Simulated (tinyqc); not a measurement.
Reflectance at normal incidence against thickness.

Normal incidence on air, film (n1) and substrate (N2 = n2 - i k2): r01 = (1 - n1)/(1 + n1), r12 = (n1 - N2)/(n1 + N2), amplitude (r01 + r12 X)/(1 + r01 r12 X), X = exp(-4 pi i n1 d/lam), R its squared modulus, phase from 0 to 360 degrees.

Inputs (values chosen for the exercise): wavelength lam = 632.8 nm; index of the transparent film n1 = 1.298; index of the substrate n2 = 3.882; extinction coefficient of the substrate k2 = 0.019.

Results:
```
d (nm)	R (%)	phase of the reflected amplitude (degrees)
0	34.850	179.85
30	32.644	146.71
60	26.650	109.37
120	15.592	3.6428
150	18.634	303.55
180	25.797	255.45
210	32.119	217.31
240	34.818	183.92
```

Estimate the missing row, d = 90 nm.

Computed row:
```
d (nm)	R (%)	phase of the reflected amplitude (degrees)
90	19.353	62.691
```

With this row back in the table: R goes from 34.9 through a minimum of 15.6 (at d = 120 nm among the rows listed) to 34.8 %. At a quarter wave, d = 122 nm, R = 15.6 %; for a transparent substrate it would vanish for n1 = sqrt(n2) = 1.97.

Computed by the program tinyqc: `OMP_NUM_THREADS=1 python tinyqc.py 2870115 2870116 out.jsonl`, one thread of a shared Intel Xeon 2.30GHz, about 0.4 s for the whole run.
